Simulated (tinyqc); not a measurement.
Inside a calculation. Model: two-mode optical phonons of a ternary alloy from two coupled oscillators. Computed by tinyqc, a small Python program that keeps every step. Command: `OMP_NUM_THREADS=1 python tinyqc.py 3022393 3022394 out.jsonl twomode walk`. One thread of a shared host (Intel(R) Xeon(R) Processor @ 2.30GHz), about 0.01 s of CPU time with the checks. Intermediate numbers are printed to about 7 digits and carried at full precision; extremes and crossings named in words are read from the listed rows.

An alloy A(x)B(1-x)C has an A-C and a B-C bond oscillator. Each TO frequency moves linearly from the impurity mode (dilute end) to the TO of the pure crystal; each strength is proportional to the number of bonds.

Inputs (values chosen for the exercise, for a model alloy):

| quantity | value | unit |
|---|---|---|
| omega_TO of pure AC | 585 | 1/cm |
| omega_LO of pure AC | 666 | 1/cm |
| omega_TO of pure BC | 358 | 1/cm |
| omega_LO of pure BC | 420 | 1/cm |
| eps_inf of AC | 4.42 | - |
| eps_inf of BC | 6.66 | - |
| impurity mode of A in BC | 565 | 1/cm |
| impurity mode of B in AC | 350 | 1/cm |
| fraction x of A | 0.34 | - |
| damping gamma | 2.4 | 1/cm |
| electron mass m* | 0.19 | m_0 |

Constants: e^2/(4 pi eps_0) = 14.39964548 eV angstrom; hbar^2/(2 m_0) = 3.80998212 eV angstrom^2; 1 THz = 33.35640952 1/cm; h x 1 THz = 4.135667696 meV.

## The two oscillators

omega_1 = (impurity mode of A) + x (omega_TO,AC - impurity mode of A); omega_2 = (impurity mode of B) + (1 - x)(omega_TO,BC - impurity mode of B); eps_inf = x eps_AC + (1 - x) eps_BC; strengths W_1 = x eps_AC (omega_LO,AC^2 - omega_TO,AC^2), W_2 = (1 - x) eps_BC (omega_LO,BC^2 - omega_TO,BC^2).

omega_1 (A-C, TO) = 571.8 1/cm

omega_2 (B-C, TO) = 355.28 1/cm

eps_inf = 5.8984

W_1 = 152280.2 1/cm^2

W_2 = 212026.2 1/cm^2

## LO modes, coupled by the field

eps(omega) = eps_inf + W_1/(omega_1^2 - omega^2) + W_2/(omega_2^2 - omega^2) = 0 is the eigenproblem of the matrix [[omega_1^2 + W_1/eps_inf, sqrt(W_1 W_2)/eps_inf], [sqrt(W_1 W_2)/eps_inf, omega_2^2 + W_2/eps_inf]] for omega_LO^2. Uncoupled values keep the diagonal alone. eps_s = eps_inf + W_1/omega_1^2 + W_2/omega_2^2.

matrix (1/cm^2):
```
          1         2
1  352772.4   30463.7
2   30463.7  162170.3
```

lower LO mode = 396.7615 1/cm

upper LO mode = 597.9323 1/cm

uncoupled values (1/cm): 402.7037  593.9465

eps_s = 8.043915

The field pushes the upper mode up by 3.99 and the lower one down by 5.94 per cm; the lower LO stays between the two TO modes.

## Share of the polar coupling

The polar coupling of mode j is c_j = (u_j . sqrt(W))^2/(eps_inf^2 omega_j^2), u_j its eigenvector and omega_j here its LO frequency; the c_j add up to 1/eps_inf - 1/eps_s. Froehlich constant alpha_j = (e^2/(4 pi eps_0)) c_j k_j/(2 E_j), E_j = h c omega_j, k_j = sqrt(m* E_j/(hbar^2/(2 m_0))).

c_j, lower and upper mode: 0.02846490  0.01675503

share of the upper mode = 0.3705232

alpha_j, lower and upper mode: 0.2063473  0.09894031

The upper mode holds 37 % of the coupling, against 22 % of the ionic part of eps_s for the upper oscillator: the field moves strength to the higher mode.

## Reflectivity

With damping, each denominator is omega_j^2 - omega^2 - i gamma omega; R = |(sqrt(eps) - 1)/(sqrt(eps) + 1)|^2.

Spectrum:

| omega (1/cm) | Re eps | Im eps | R |
|---|---|---|---|
| 334 | 21.01745 | 0.7902521 | 0.4121967 |
| 355 | 61.74420 | 236.0013 | 0.8166204 |
| 376 | -7.224762 | 0.8344218 | 0.9277798 |
| 397 | 0.04818954 | 0.2099599 | 0.2520307 |
| 405 | 1.227716 | 0.1497072 | 0.003738680 |
| 537 | 8.532943 | 0.1420609 | 0.2400850 |
| 572 | -13.14176 | 107.9369 | 0.7761923 |
| 585 | -4.972219 | 0.9156442 | 0.8734936 |
| 598 | 0.02439143 | 0.2378392 | 0.2611543 |
| 610 | 1.666491 | 0.1144075 | 0.01656746 |
| 658 | 3.771026 | 0.02495299 | 0.1025148 |

## Modes across the composition range

The formulas are those given above.

Frequencies (1/cm):

| x | TO, A-C | TO, B-C | lower LO | upper LO | coupling share of the upper LO | eps_s |
|---|---|---|---|---|---|---|
| 0.02 | 565.4 | 357.84 | 418.5678 | 566.9860 | 0.0270408 | 9.101855 |
| 0.10 | 567.0 | 357.20 | 412.9594 | 574.8285 | 0.1261417 | 8.841342 |
| 0.20 | 569.0 | 356.40 | 406.1390 | 584.4867 | 0.2350664 | 8.511974 |
| 0.35 | 572.0 | 355.20 | 396.0942 | 598.8948 | 0.3797059 | 8.010173 |
| 0.50 | 575.0 | 354.00 | 386.0452 | 613.4546 | 0.5133583 | 7.499095 |
| 0.65 | 578.0 | 352.80 | 375.7872 | 628.3982 | 0.6454180 | 6.978760 |
| 0.80 | 581.0 | 351.60 | 365.1364 | 643.9425 | 0.7845337 | 6.449187 |
| 0.90 | 583.0 | 350.80 | 357.7264 | 654.7504 | 0.8862437 | 6.091011 |
| 0.98 | 584.6 | 350.16 | 351.5737 | 663.7109 | 0.9760221 | 5.801521 |

The upper LO moves from 567.0 to 663.7 and the lower from 418.6 to 351.6 per cm. At each dilute end one LO-TO pair closes onto an impurity mode. The upper LO shifts by +0.98 per cm for each per cent of x near the middle, which is how Raman spectra measure composition. Its share of the polar coupling passes one half between x = 0.35 and 0.5.

Checks made by the program: generalised Lyddane-Sachs-Teller relation (relative difference below 1e-10); sum of the couplings (relative difference below 1e-10).
